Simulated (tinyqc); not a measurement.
Time-domain thermoreflectance: layered heat flow under a modulated pulse train, and what the signal ratio measures: one step, computed by the program tinyqc.

Pulses repeat at 80 MHz; heat is laid down at the surface, all layers are isotropic, and the film is in perfect contact with the substrate.

Question. Length and time scales. Penetration depth sqrt(kappa/(pi f C)); effusivity sqrt(kappa C); cooling time of the metal d C_m/G; Kapitza length kappa/G.

Inputs (values chosen for the exercise, modelled on aluminium on silica):

| quantity | value | unit |
|---|---|---|
| metal thickness d | 120 | nm |
| metal heat capacity | 2.42 | MJ/(m^3 K) |
| boundary conductance G under the metal | 300 | MW/(m^2 K) |
| substrate conductivity kappa | 1.28 | W/(m K) |
| substrate heat capacity C | 1.65 | MJ/(m^3 K) |
| modulation frequency f | 10 | MHz |
| spot radius w (1/e^2, pump and probe) | 11 | micrometre |

Stack: metal, film, substrate.

Give: penetration depth; effusivity; cooling time of the metal; Kapitza length; depth over spot radius.

Answer.

penetration depth = 0.1571 micrometre

effusivity = 1453 W s^(1/2)/(m^2 K)

cooling time of the metal = 968 ps

Kapitza length = 4.267 nm

depth over spot radius = 0.01429
